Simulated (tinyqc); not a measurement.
# Capacitance measurement on a leaky thin oxide: effects of series resistance and leakage: two studies

The device is a capacitance C in parallel with a leakage conductance G, in series with Rs and Ls. An impedance meter reports either a parallel pair (Cp, Gp) from Y = 1/Z = Gp + i w Cp or a series pair (Cs, Rm) from Z = Rm + 1/(i w Cs); w = 2 pi f, dissipation D = Gp/(w |Cp|).

Values chosen for this exercise; values of the order met in thin-oxide MOS capacitors: relative permittivity of the gate insulator (close to zirconium oxide) eox = 25.6; insulator thickness tox = 4.2 nm; gate area A = 10000 um^2; oxide-equivalent thickness added by the accumulation layer zc = 0.4 nm; oxide-equivalent thickness added by gate depletion zp = 0 nm; gate leakage current density, not matched to the thickness Jg = 0.28 A/cm^2; voltage for an e-fold rise of the leakage Vs = 0.41 V; series resistance Rs = 280 ohm; series inductance Ls = 0 nH; measuring frequency f = 10000 Hz.

Constants: eps0 = 8.8541878128e-14 F/cm where lengths are in cm. Results are converted to the units shown.

Each table varies one quantity; the others keep the values above.

## Readings against frequency

EOT = 3.9 tox/eox; CET = EOT + zc + zp; C = 3.9 eps0 A/CET; G = Jg A/Vs. Z = Rs + i w Ls + 1/(G + i w C); CET read from Cp = 3.9 eps0 A/Cp; errors under 0.001 % are printed as 0.

The same in every row: C (pF) = 332.1.

Result of one run:

| f (Hz) | Cp (pF) | Cs (pF) | D | error of Cp (%) | error of Cs (%) | CET read from Cp (nm) |
|---|---|---|---|---|---|---|
| 1e5 | 318.7 | 367.7 | 0.3920 | -4.03 | 10.7 | 1.084 |

What becomes of these results when the measuring frequency f is changed from 1e5 to 3000 Hz, all else the same?

Result of the changed run:

| f (Hz) | Cp (pF) | Cs (pF) | D | error of Cp (%) | error of Cs (%) | CET read from Cp (nm) |
|---|---|---|---|---|---|---|
| 3000 | 319.7 | 3.986e4 | 11.12 | -3.72 | 1.19e4 | 1.080 |

The whole series:

| f (Hz) | Cp (pF) | Cs (pF) | D | error of Cp (%) | error of Cs (%) | CET read from Cp (nm) |
|---|---|---|---|---|---|---|
| 1000 | 319.7 | 3.561e5 | 33.36 | -3.72 | 1.07e5 | 1.080 |
| 3000 | 319.7 | 3.986e4 | 11.12 | -3.72 | 1.19e4 | 1.080 |
| 10000 | 319.7 | 3890 | 3.341 | -3.72 | 1070 | 1.080 |
| 30000 | 319.6 | 727.4 | 1.129 | -3.75 | 119 | 1.080 |
| 1e5 | 318.7 | 367.7 | 0.3920 | -4.03 | 10.7 | 1.084 |
| 3e5 | 310.6 | 336.0 | 0.2865 | -6.48 | 1.19 | 1.112 |
| 1e6 | 240.7 | 332.4 | 0.6176 | -27.5 | 0.107 | 1.435 |
| 3e6 | 80.79 | 332.1 | 1.764 | -75.7 | 0.0119 | 4.274 |
| 1e7 | 9.442 | 332.1 | 5.846 | -97.2 | 1.07e-3 | 36.57 |
| 3e7 | 1.077 | 332.1 | 17.53 | -99.7 | 0 | 320.5 |

D goes from 33.4 through a minimum of 0.286 (at f = 3e5 Hz among the rows listed) to 17.5; without inductance its minimum lies at f = sqrt(G (1 + G Rs)/Rs)/(2 pi C) = 2.39e5 Hz. The error of Cp goes from -3.72 to -99.7 % and that of Cs from 1.07e5 to 0 %; at low frequency Cp tends to C/(1 + G Rs)^2 and Cs grows as 1 + (G/(w C))^2. One of the two readings is within 2 % of C for f = 3e5, 1e6, 3e6, 1e7, 3e7 Hz. For f = 1000, 3000, 10000, 30000, 3e6, 1e7, 3e7 D exceeds 1, where the accuracy of real meters degrades in proportion to sqrt(1 + D^2).

## Effect of the gate area

Same model as above.

Rs is held fixed.

Results:

| A (um^2) | C (pF) | Cp (pF) | Cs (pF) | D | error of Cp (%) | error of Cs (%) | CET read from Cp (nm) |
|---|---|---|---|---|---|---|---|
| 20 | 0.6642 | 0.6641 | 7.779 | 3.273 | -7.65e-3 | 1070 | 1.040 |
| 200 | 6.642 | 6.637 | 77.79 | 3.274 | -0.0764 | 1070 | 1.041 |
| 600 | 19.92 | 19.88 | 233.4 | 3.277 | -0.229 | 1070 | 1.042 |
| 2000 | 66.42 | 65.91 | 777.9 | 3.287 | -0.761 | 1070 | 1.048 |
| 5000 | 166.0 | 162.9 | 1945 | 3.307 | -1.89 | 1070 | 1.060 |
| 10000 | 332.1 | 319.7 | 3890 | 3.341 | -3.72 | 1070 | 1.080 |
| 40000 | 1328 | 1146 | 1.556e4 | 3.547 | -13.7 | 1070 | 1.206 |

Estimate the missing row, A = 70 um^2.

Computed row:

| A (um^2) | C (pF) | Cp (pF) | Cs (pF) | D | error of Cp (%) | error of Cs (%) | CET read from Cp (nm) |
|---|---|---|---|---|---|---|---|
| 70 | 2.325 | 2.324 | 27.23 | 3.274 | -0.0268 | 1070 | 1.040 |

With this row back in the table: As A goes from 20 to 40000, the error of Cp goes from -0.00765 to -13.7 %, that of Cs from 1070 to 1070 %, and D rises from 3.27 to 3.55. The CET read from Cp goes from 1.04 to 1.21 nm against the true 1.04 nm. G/(w C) does not depend on the area, while G Rs and w C Rs grow with it. In every row D exceeds 1, where the accuracy of real meters degrades in proportion to sqrt(1 + D^2).

Program tinyqc, `OMP_NUM_THREADS=1 python tinyqc.py 2022046 2022047 out.jsonl`; Intel Xeon 2.30GHz, shared host, one thread, about 0.01 s.
